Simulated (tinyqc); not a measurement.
Microkinetic model of low-temperature epitaxy from hydride gases: adsorption, hydrogen desorption and rate control. Changing the germane pressure p_G. Computed by tinyqc, a small Python program. Command: `OMP_NUM_THREADS=1 python tinyqc.py 3023290 3023291 out.jsonl hepi sweep`. One thread of a shared host (Intel(R) Xeon(R) Processor @ 2.30GHz), about 0.04 s of CPU time with the checks.

Each hydride molecule needs two free sites and leaves four hydrogen atoms, of which two leave at once as H2; theta is the hydrogen coverage, the site density is 6.78 per nm^2 and one layer is 1.358 angstrom thick.

Inputs (values chosen for the exercise, close to those used for silane and germane on Si(001)):

| quantity | value | unit |
|---|---|---|
| silane pressure p_S | 1.6 | Pa |
| sticking prefactor of silane s0 | 0.17 | - |
| adsorption barrier E_s | 0.18 | eV |
| desorption prefactor nu_d | 2.5e+12 | 1/s |
| desorption energy on silicon E_d | 2.01 | eV |
| hydrogen carrier pressure p_H | 2300 | Pa |
| sticking of hydrogen s_H | 8e-07 | - |
| temperature T | 570 | C |
| sticking ratio of germane to silane r_G | 2.1 | - |
| lowering of E_d per unit germanium fraction, dE | 0.37 | eV |

Film: silicon-germanium. Order of hydrogen desorption: first.

Constants: k_B = 8.617333262e-05 eV/K; u = 1.6605390666e-27 kg; k_B = 1.380649e-23 J/K.

Method:
- Flux per site F = p/(sqrt(2 pi M k_B T) x 6.78e18 per m^2), M = 32.12 u (silane), 76.63 u (germane), 2.016 u (hydrogen); s = s0 exp(-E_s/(k_B T)); k_S = s F_S, k_G = r_G s F_G; germanium fraction x = k_G/(k_S + k_G); k = k_S + k_G; k_H = s_H F_H; k_d = nu_d exp(-(E_d - dE x)/(k_B T)).
- Temperatures in kelvin are T(C) + 273.15.
- With k the hydride and k_H the hydrogen adsorption rate on free pairs and k_d the desorption rate, steady state: 2 (k + k_H)(1 - theta)^2 = k_d theta; growth rate R = k (1 - theta)^2 layers/s; 1 layer/s = 8.148 nm/min.
- With c = 2 (k + k_H)/k_d the free share is 1 - theta = 2/(1 + sqrt(1 + 4c)).

One run for each value:

| germane pressure p_G (Pa) | germanium fraction x | growth rate G (nm/min) | hydrogen coverage theta | k_d (1/s) |
|---|---|---|---|---|
| 0.0048 | 0.00406 | 6.68 | 0.87695 | 2.469 |
| 0.01 | 0.00843 | 6.83 | 0.87586 | 2.524 |
| 0.023 | 0.01917 | 7.21 | 0.87314 | 2.666 |
| 0.049 | 0.03997 | 8.01 | 0.86773 | 2.964 |
| 0.11 | 0.08548 | 10.06 | 0.85528 | 3.737 |
| 0.23 | 0.16349 | 14.85 | 0.83187 | 5.560 |
| 0.51 | 0.30234 | 29.41 | 0.78390 | 11.277 |
| 1.1 | 0.48313 | 70.44 | 0.71215 | 28.315 |
| 2.4 | 0.67099 | 173.63 | 0.63944 | 73.703 |

Describe and explain the trends.

Over the rows, germanium fraction x rises from 0.00406 to 0.671 (exponent d ln y / d ln x 0.99 between the first rows and 0.42 between the last); growth rate G (nm/min) rises from 6.68 to 174 (exponent d ln y / d ln x 0.030 between the first rows and 1.2 between the last); hydrogen coverage theta falls from 0.877 to 0.639 (exponent d ln y / d ln x -0.0017 between the first rows and -0.14 between the last). At the low end the exponent of germanium fraction x is 0.99, close to 1: dilute alloy. G rises by a factor 26.0, and k_d by 29.9: germanium weakens the hold on hydrogen and so speeds low-temperature growth.
